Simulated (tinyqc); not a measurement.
On-chip power grid, static voltage drop by conjugate gradients: two steps of the calculation.

A grid of 4 rows and 3 columns, node k = 3 row + column. Neighbours in a row are joined by Rx, in a column by Ry; pad nodes, which reach the supply through Rp: 0. Each node draws I0, node 5 draws kh I0. The drops u = Vdd - V solve G u = i, with G the conductance matrix (1/Rp added on the diagonal at pad nodes).

Parameters, values chosen for the exercise: resistance of a horizontal segment Rx = 0.16 ohm; resistance of a vertical segment Ry = 0.16 ohm; resistance from a pad node to the supply Rp = 0.11 ohm; load current of an ordinary node I0 = 11 mA; factor on the load at the hot node kh = 8.

Task 1. Diagonal of G, loads and first direction. G_kk = sum of the conductances at node k. Start u = 0, so the residual is r = i; p = r.

Wanted: G_kk; r at the start; p at the start.

Result 1.

G_kk (S):
```
	col 0	col 1	col 2
row 0	21.59	18.75	12.50
row 1	18.75	25.00	18.75
row 2	18.75	25.00	18.75
row 3	12.50	18.75	12.50
```

r at the start (mA):
```
	col 0	col 1	col 2
row 0	11.00	11.00	11.00
row 1	11.00	11.00	88.00
row 2	11.00	11.00	11.00
row 3	11.00	11.00	11.00
```

p at the start (mA):
```
	col 0	col 1	col 2
row 0	11.00	11.00	11.00
row 1	11.00	11.00	88.00
row 2	11.00	11.00	11.00
row 3	11.00	11.00	11.00
```

Task 2. Conjugate-gradient step. q = G p; a = (r.r)/(p.q); u(new) = u + a p; r(new) = r - a q; b = (r.r)(new)/(r.r); p(new) = r(new) + b p.

u after iteration 2 (mV):
```
	col 0	col 1	col 2
row 0	3.047979	4.293796	10.289290
row 1	4.293796	10.289290	16.363888
row 2	4.293796	4.293796	10.289290
row 3	4.293796	4.293796	4.293796
```

r after iteration 2 (mA):
```
	col 0	col 1	col 2
row 0	-1.136192	78.157313	11.494409
row 1	40.685479	-63.449260	-25.898728
row 2	11.000000	85.943668	-25.977426
row 3	11.000000	11.000000	48.471834
```

p after iteration 2 (mA):
```
	col 0	col 1	col 2
row 0	34.63716	134.57485	167.26208
row 1	97.10301	92.31841	127.39114
row 2	67.41753	142.36120	129.79025
row 3	67.41753	67.41753	104.88937
```

Wanted: q; a; u after iteration 3; r after iteration 3; b; p after iteration 3.

Result 2.

q (in units of 1e3 mA S):
```
	col 0	col 1	col 2
row 0	-0.700	0.684	0.453
row 1	0.606	-0.826	-0.045
row 2	-0.654	1.328	0.092
row 3	0.000	-0.703	0.079
```

a = 0.09803 ohm

u after iteration 3 (mV):
```
	col 0	col 1	col 2
row 0	6.44	17.49	26.69
row 1	13.81	19.34	28.85
row 2	10.90	18.25	23.01
row 3	10.90	10.90	14.58
```

r after iteration 3 (mA):
```
	col 0	col 1	col 2
row 0	67.50	11.06	-32.96
row 1	-18.71	17.52	-21.49
row 2	75.11	-44.26	-35.00
row 3	11.00	79.88	40.77
```

b = 1.022

p after iteration 3 (mA):
```
	col 0	col 1	col 2
row 0	102.9	148.5	137.9
row 1	80.5	111.8	108.7
row 2	144.0	101.2	97.6
row 3	79.9	148.8	147.9
```

Program tinyqc, `OMP_NUM_THREADS=1 python tinyqc.py 2770182 2770183 out.jsonl`; Intel Xeon 2.30GHz, shared host, one thread, about 0.3 s.
